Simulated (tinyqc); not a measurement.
Solid solubility of a dopant against its melt (retrograde solidus), clustering and the electrically active fraction: one step, computed by the program tinyqc.

Problem. Liquidus and solidus at T. x_l and x_s are atom fractions of the dopant in melt and solid; the solid is dilute. Liquidus of the host: R T ln(1 - x_l) + L x_l^2 = -H_f (1 - T/T_m). Distribution: k = x_s/x_l = exp[L (1 - x_l)^2/(R T)] exp(S/k_B - H/(k_B T)), the first factor being the activity coefficient in the melt. Solubility = x_s N0; at T_m x_l = 0.

Inputs (values chosen for the exercise, of the order of those of aluminium in silicon for the solubility): melting point of the host T_m = 1687 K; heat of melting of the host H_f = 50.2 kJ/mol; interaction L of the melt = -4 kJ/mol; enthalpy of transfer from melt to solid H = 0.629 eV; entropy of transfer S = -1.52 k_B; site density N0 = 5e+22 1/cm^3; temperature T = 1580 K.

Constants: R = 8.314462618 J/(mol K); k_B = 8.617333262e-05 eV/K.

Give: x_l; distribution coefficient k; x_s; solubility; k at the melting point.

Solution.

x_l = 0.2051

distribution coefficient k = 0.001778

x_s = 3.647e-04

solubility = 1.824e+19 1/cm^3

k at the melting point = 0.002172

k has changed by a factor 0.82 from its value at T_m, while x_l has grown from 0 to 0.205.
